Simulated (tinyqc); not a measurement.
# Rectangular fin or nanosheet with a gate all round, subbands and threshold shift from confinement: two studies

Undoped body with a flat potential across it, hard walls, transport along x. Three valley pairs (g = 2 each) with the longitudinal mass along x, y or z. Non-parabolicity enters the subband edges through E (1 + al E) = gamma, so E = 2 gamma/(1 + sqrt(1 + 4 al gamma)); motion within a subband is taken as parabolic with the band-edge mass. Energies are counted from the bulk band edge.

Parameters, values chosen for the exercise; masses close to those of silicon:
- T = 300 K (temperature)
- ml = 0.908 m0 (longitudinal mass)
- mt = 0.192 m0 (transverse mass)
- al = 0.5 1/eV (non-parabolicity)
- t = 6 nm (width (along y))
- dl = 0 nm (widening of the box by penetration into the insulator)
- Cg = 3.8 uF/cm^2 (gate capacitance per area of interface)
- H = 6 nm (height (along z))

Constants: q = 1.602176634e-19 C, kB = 1.380649e-23 J/K, hbar = 1.054571817e-34 J s, m0 = 9.1093837015e-31 kg, Vt = kB T/q, hbar^2/(2 m0) = 0.0380998212 eV nm^2. Results are converted to the units shown.

Each table varies one quantity; the others keep the values above.

## Confinement against the width

gamma = C pi^2 [a^2/(my (t + dl)^2) + b^2/(mz (H + dl)^2)], C = hbar^2/(2 m0). Each subband has N_k = g sqrt(2 mx m0 kB T/(pi hbar^2)); without degeneracy n = exp(EF/Vt) sum N_k exp(-E_k/Vt). Classical value Nc times t H, Nc = sum over valleys of 2 g (m m0 kB T/(2 pi hbar^2))^1.5 with m = (mx my mz)^(1/3). Threshold shift dVT = Vt ln(classical value/sum N_k exp(-E_k/Vt)). With degeneracy n = sum N_k F((EF - E_k)/Vt), F(x) = (1/sqrt(pi)) int_0^infinity u^(-1/2) du/(1 + exp(u - x)); gate: Vg = EF + q n/(Cg P), P = 2 (t + H), summed over the 60 lowest subbands at most, with Vg counted from the value that would put EF at the bulk band edge of an empty body. The last two columns are for Vg = 0.8 V; sensitivity d(dVT)/dt by central differences between 0.99 and 1.01 times the value.

Confinement against the width:

| t (nm) | E_1 (meV) | gap to the next edge (meV) | dVT (mV) | sensitivity (mV/nm) | n/P (cm^-2) | share of the lowest subband (%) |
|---|---|---|---|---|---|---|
| 2 | 147.1 | 134.4 | 141.6 | -77.33 | 1.125e13 | 66.43 |
| 2.7 | 105.6 | 138.9 | 107.6 | -29.74 | 1.300e13 | 47.54 |
| 3.6 | 82.92 | 68.27 | 88.50 | -17.02 | 1.451e13 | 32.25 |
| 4.7 | 70.65 | 24.94 | 71.44 | -13.73 | 1.537e13 | 23.56 |
| 6.3 | 59.10 | 3.759 | 54.85 | -7.300 | 1.591e13 | 18.22 |
| 8.4 | 38.52 | 20.04 | 44.64 | -3.154 | 1.628e13 | 15.81 |
| 11 | 27.32 | 28.93 | 39.01 | -1.490 | 1.655e13 | 13.15 |
| 15 | 20.01 | 25.29 | 34.97 | -0.6854 | 1.677e13 | 10.32 |
| 20 | 16.27 | 14.35 | 32.52 | -0.3507 | 1.692e13 | 8.092 |

What does the comparison show?

As t grows from 2 to 20 nm, E_1 falls from 147 to 16.3 meV and dVT falls from 142 to 32.5 mV. E_1 goes as t^(-1.10) at the thin end; a thickness error of 0.2 nm moves the threshold by 15 mV in the first row and 0.070 mV in the last. The charge per interface area rises from 1.13e13 to 1.69e13 cm^-2. For t = 2, 2.7 the body is too thin for bulk effective masses to be reliable. In every row the charge in the last two columns would bend the potential across the body by some 30 mV or more, which is left out.

## Charge and subband filling against gate voltage

Same model as above.

Each subband has N_k = g sqrt(2 mx m0 kB T/(pi hbar^2)). Cq = q dn/dEF.

Result of one run:

| Vg (V) | EF - E_1 (eV) | n (cm^-1) | n/P (cm^-2) | share of the lowest subband (%) | Cq/(Cg P) | total C/(Cg P) |
|---|---|---|---|---|---|---|
| -0.09 | -0.1544 | 3.262e4 | 1.359e10 | 31.71 | 0.02214 | 0.02166 |

What becomes of these results when the gate voltage Vg is changed from -0.09 to 0.29 V, all else the same?

Result of the changed run:

| Vg (V) | EF - E_1 (eV) | n (cm^-1) | n/P (cm^-2) | share of the lowest subband (%) | Cq/(Cg P) | total C/(Cg P) |
|---|---|---|---|---|---|---|
| 0.29 | 0.01139 | 1.222e7 | 5.093e12 | 26.07 | 5.571 | 0.8478 |

The whole series:

| Vg (V) | EF - E_1 (eV) | n (cm^-1) | n/P (cm^-2) | share of the lowest subband (%) | Cq/(Cg P) | total C/(Cg P) |
|---|---|---|---|---|---|---|
| -0.09 | -0.1544 | 3.262e4 | 1.359e10 | 31.71 | 0.02214 | 0.02166 |
| 0.04 | -0.05208 | 1.606e6 | 6.692e11 | 30.94 | 1.026 | 0.5063 |
| 0.16 | -0.01250 | 6.184e6 | 2.576e12 | 28.75 | 3.367 | 0.7710 |
| 0.29 | 0.01139 | 1.222e7 | 5.093e12 | 26.07 | 5.571 | 0.8478 |
| 0.41 | 0.02772 | 1.812e7 | 7.552e12 | 23.80 | 7.097 | 0.8765 |
| 0.54 | 0.04264 | 2.468e7 | 1.028e13 | 21.70 | 8.283 | 0.8923 |
| 0.66 | 0.05504 | 3.080e7 | 1.283e13 | 20.07 | 9.051 | 0.9005 |
| 0.79 | 0.06758 | 3.749e7 | 1.562e13 | 18.58 | 9.655 | 0.9061 |
| 0.91 | 0.07860 | 4.369e7 | 1.820e13 | 17.41 | 10.11 | 0.9100 |

EF passes E_1 = 0.0639 eV at Vg = 0.221 V. The share of the lowest subband falls from 31.7 to 17.4 % and the total capacitance rises from 0.0217 to 0.910 of Cg P. Between the last two rows 9.2 % of the added gate voltage goes into raising EF. For Vg = 0.16, 0.29, 0.41, 0.54, 0.66, 0.79, 0.91 the charge would bend the potential across the body by some 30 mV or more, which is left out.

tinyqc, about 0.3 s, one thread, Intel Xeon 2.30GHz (shared host): `OMP_NUM_THREADS=1 python tinyqc.py 2350138 2350139 out.jsonl`
